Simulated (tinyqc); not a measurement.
Eight-band Kane k.p model: sweeps and comparisons. A value that a table varies takes the place of the one given here.

Eight-band Kane model, basis S, X, Y, Z times spin, zero of energy at the top of the unstrained valence band, c = hbar^2/2m0. Within each spin: H_SS = Eg + A c k^2, H_SX = i P kx (likewise Y, Z), H_XX = -Dso/3 + L kx^2 + M (ky^2 + kz^2), H_XY = N kx ky, and cyclic. Spin-orbit term (Dso/3) L.sigma on X, Y, Z with (L_k)_ij = -i epsilon_kij: <X+|H|Y+> = -i Dso/3, <X+|H|Z-> = Dso/3, <Y+|H|Z-> = -i Dso/3, <Z+|H|X-> = -Dso/3, <Z+|H|Y-> = i Dso/3, <X-|H|Y-> = i Dso/3, and their conjugates; + and - are the spin along z. Terms from inversion asymmetry are left out, so every level is twofold.

P = sqrt(Ep c); A = 1/me - Ep (Eg + 2 Dso/3)/(Eg (Eg + Dso)) keeps the electron mass; g1' = g1 - Ep/(3 Eg), g2' = g2 - Ep/(6 Eg), g3' = g3 - Ep/(6 Eg) remove the coupling to S that the Luttinger values already hold; L = -c (g1' + 4 g2'), M = -c (g1' - 2 g2'), N = -6 c g3'.

Constants: hbar^2/2m0 = 3.80998211 eV angstrom^2.

Inputs chosen for the exercise (near those of GaSb; the results hold for these values, not for the real material):

| symbol | value | unit | meaning |
|---|---|---|---|
| Eg | 0.848 | eV | gap at Gamma to the s-like level |
| Dso | 0.79 | eV | spin-orbit splitting |
| Ep | 26.8 | eV | Kane energy |
| me | 0.0391 | m0 | electron mass at Gamma |
| g1 | 13.26 |  | Luttinger gamma1 |
| g2 | 4.71 |  | gamma2 |
| g3 | 5.93 |  | gamma3 |
| kmax | 0.08 | 1/angstrom | end of the path |

## Non-parabolicity of the conduction band

Unstrained, along [001], six points up to kmax. Parabolic: E = c k^2/me. Two-band form: E (1 + alpha E) = c k^2/me with alpha = (1 - me)^2/Eg. The column alpha(k) solves that form for alpha with the eight-band energy. Energies from the conduction edge.

Energies:

| \|k\| (1/angstrom) | parabolic (eV) | two-band (eV) | eight-band (eV) | alpha(k) (1/eV) | parabolic / eight-band |
|---|---|---|---|---|---|
| 0.0133 | 0.0173 | 0.0170 | 0.0170 | 1.133 | 1.019 |
| 0.0267 | 0.0693 | 0.0647 | 0.0646 | 1.134 | 1.073 |
| 0.0400 | 0.1559 | 0.1358 | 0.1352 | 1.135 | 1.153 |
| 0.0533 | 0.2772 | 0.2230 | 0.2214 | 1.136 | 1.252 |
| 0.0667 | 0.4331 | 0.3209 | 0.3179 | 1.139 | 1.362 |
| 0.0800 | 0.6236 | 0.4260 | 0.4211 | 1.142 | 1.481 |

alpha = 1.089 1/eV

What does this show, and why?

At the last point the parabola lies a factor 1.48 above the eight-band value, and the two-band form 4.9 meV above it. The parabola stays within 5 % up to |k| = 0.0133 1/angstrom of the points listed. alpha(k) goes from 1.133 to 1.142 1/eV, a spread of 0.8 % over this range; the simple rule gives 1.089, 4 % below the first value, as it knows neither Dso nor the remote terms.

## Four, six or eight bands for the holes

Unstrained, along [110]. Six bands: the X, Y, Z block alone with the full g1, g2, g3 in L, M, N. Four bands: the same with Dso sent to infinity. HH, LH and SO name the pairs from the top.

Valence levels (eV):

| \|k\| (1/angstrom) | HH 4 | HH 6 | HH 8 | LH 4 | LH 6 | LH 8 | SO 6 | SO 8 |
|---|---|---|---|---|---|---|---|---|
| 0.0133 | -0.0013 | -0.0013 | -0.0013 | -0.0166 | -0.0165 | -0.0162 | -0.7991 | -0.7956 |
| 0.0267 | -0.0053 | -0.0053 | -0.0053 | -0.0665 | -0.0641 | -0.0608 | -0.8284 | -0.8127 |
| 0.0400 | -0.0120 | -0.0117 | -0.0117 | -0.1497 | -0.1371 | -0.1242 | -0.8837 | -0.8426 |
| 0.0533 | -0.0212 | -0.0205 | -0.0205 | -0.2662 | -0.2248 | -0.1970 | -0.9758 | -0.8870 |
| 0.0667 | -0.0332 | -0.0314 | -0.0314 | -0.4159 | -0.3141 | -0.2717 | -1.1181 | -0.9479 |
| 0.0800 | -0.0478 | -0.0441 | -0.0441 | -0.5989 | -0.3943 | -0.3435 | -1.3216 | -1.0266 |

What does this show?

At |k| = 0.0800 the heavy holes of the three models span 3.7 meV and the light holes 255.3 meV. The split-off band moves the light hole by +204.6 meV and treating the conduction band exactly moves it by +50.8 meV more; the split-off band matters more here, where the four-band light-hole energy is 0.76 times Dso and 0.71 times Eg.

## What each parameter does

Unstrained; levels at |k| = kmax along [001], all derived values formed anew. Each row changes one parameter from the base and keeps the others.

Results:

| case | conduction (eV) | heavy hole (eV) | light hole (eV) | split-off (eV) |
|---|---|---|---|---|
| base | 1.2691 | -0.0936 | -0.3405 | -0.9994 |
| Eg = 0.9328 eV | 1.3620 | -0.0936 | -0.3439 | -1.0210 |
| Dso = 0.711 eV | 1.2673 | -0.0936 | -0.3344 | -0.9314 |
| Ep = 29.48 eV | 1.2740 | -0.0936 | -0.3450 | -0.9874 |
| me = 0.043 m0 | 1.2264 | -0.0936 | -0.3490 | -1.0047 |
| g1 = 14.586 | 1.2615 | -0.1260 | -0.3681 | -1.0289 |
| g2 = 4.239 | 1.2796 | -0.1166 | -0.3377 | -0.9898 |
| g3 = 6.523 | 1.2691 | -0.0936 | -0.3405 | -0.9994 |

How do the results move?

The largest shifts from the base row, up to three for each result and ties (the steps differ in size, so this ranks the rows, not the parameters). conduction (eV): Eg +0.0929, me -0.0427, g2 +0.0105; unchanged at the printed digits by g3. heavy hole (eV): g1 -0.0323, g2 -0.0230; unchanged at the printed digits by Eg, Dso, Ep, me and g3. light hole (eV): g1 -0.0276, me -0.0085, Dso +0.0061; unchanged at the printed digits by g3. split-off (eV): Dso +0.0680, g1 -0.0294, Eg -0.0216; unchanged at the printed digits by g3.

Computed by tinyqc, a small Python program: `OMP_NUM_THREADS=1 python tinyqc.py 1051425 1051426 out.jsonl` (the numbers bound the seed that draws the inputs); one thread of a shared host (Intel(R) Xeon(R) Processor @ 2.30GHz), about 0.01 s for the whole set of steps.
